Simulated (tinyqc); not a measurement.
## MOS inversion layer, Poisson-Schroedinger loop: effect of the sheet density of electrons

Electrons confined at an insulator interface at z = 0, treated as a hard wall; parabolic valleys, Hartree approximation, no image or exchange terms. The depletion charge lies far deeper than the electrons and gives a uniform field q Nd/(eps0 eps_r); the gate balances all charge. Energies are counted from the band edge at the interface.

Schroedinger equation -(C/mz) psi'' + (V0 + U) psi = E psi, C = hbar^2/(2 m0), psi(0) = 0, on a uniform mesh of 800 nodes with a far wall at 73 nm, 8 levels a set; V0 = q Nd z/(eps0 eps_r); dU/dz = q (Ns - integral of n from 0 to z)/(eps0 eps_r), U(0) = 0; N_k = g md m0 q Vt/(pi hbar^2) ln(1 + exp((EF - E_k)/Vt)), g the number of valleys of the set, sum N_k = Ns. Triangular well: E_k = a_k (C F^2/mz)^(1/3), a_1 = 2.338107, a_2 = 4.087949, C = hbar^2/(2 m0), F in eV/nm. Fang-Howard (all electrons in the lowest level of set A): b^3 = 6 (mz1/C) q (Nd + 11 Ns/32)/(eps0 eps_r), centroid 3/b, level C b^2/(4 mz1) + (3/b) q (Nd + 11 Ns/16)/(eps0 eps_r). The centroid adds 3.9 z_av/eps_r to an oxide-equivalent thickness. Shares under 0.0001 % are printed as 0.

Inputs (values chosen for the exercise); masses and permittivity close to those of In0.53Ga0.47As:
- T = 200 K (temperature)
- eps_r = 14.2 (relative permittivity)
- mz1 = 0.0408 m0 (mass along z of valley set A (1 valley(s)))
- md1 = 0.0408 m0 (in-plane density-of-states mass of set A)
- Nd = 3.1e11 cm^-2 (sheet density of depletion charge)

Constants: q = 1.602176634e-19 C, kB = 1.380649e-23 J/K, hbar = 1.054571817e-34 J s, m0 = 9.1093837015e-31 kg, Vt = kB T/q, eps0 = 8.8541878128e-14 F/cm where lengths are in cm, hbar^2/(2 m0) = 0.0380998212 eV nm^2. Results are converted to the units shown.

Effect of the sheet density of electrons:

| Ns (cm^-2) | A1 (meV) | A2 (meV) | EF (meV) | share of A1 (%) | share of A2 (%) | centroid z_av (nm) | added oxide equivalent (nm) | Fang-Howard centroid (nm) |
|---|---|---|---|---|---|---|---|---|
| 1e11 | 66.2 | 111 | 48.7 | 90.9 | 7.90 | 10.0 | 2.75 | 9.86 |
| 1.7e11 | 72.2 | 118 | 65.8 | 90.6 | 8.13 | 9.80 | 2.69 | 9.64 |
| 3.1e11 | 83.7 | 132 | 91.6 | 90.0 | 8.67 | 9.46 | 2.60 | 9.25 |
| 5.3e11 | 100 | 153 | 124 | 88.9 | 9.71 | 9.05 | 2.49 | 8.75 |
| 9.4e11 | 129 | 189 | 175 | 86.3 | 11.9 | 8.54 | 2.35 | 8.05 |
| 1.6e12 | 170 | 242 | 247 | 82.3 | 15.4 | 8.06 | 2.21 | 7.26 |
| 2.9e12 | 239 | 338 | 369 | 76.4 | 20.1 | 7.48 | 2.06 | 6.32 |
| 5e12 | 335 | 475 | 543 | 70.8 | 23.4 | 6.92 | 1.90 | 5.46 |

What does the comparison show?

As Ns goes from 1e11 to 5e12, A1 rises from 66.2 to 335 meV, the share of A1 falls from 90.9 to 70.8 % and the centroid falls from 10.0 to 6.92 nm. A1 goes as Ns^(0.62) between the last two rows (a triangular well in the field of that charge alone gives 2/3). EF lies more than 2 meV above A1 for Ns = 3.1e11, 5.3e11, 9.4e11, 1.6e12, 2.9e12, 5e12. The Fang-Howard centroid is 1.6 % below the full one in the first row, where A1 holds 90.9 %, and 21 % below it in the last, where A1 holds 70.8 %. For Ns = 2.9e12, 5e12 the energies exceed 0.25 eV, where non-parabolicity matters for so light a mass.

Program tinyqc, `OMP_NUM_THREADS=1 python tinyqc.py 2160061 2160062 out.jsonl`; Intel Xeon 2.30GHz, shared host, one thread, about 0.5 s.
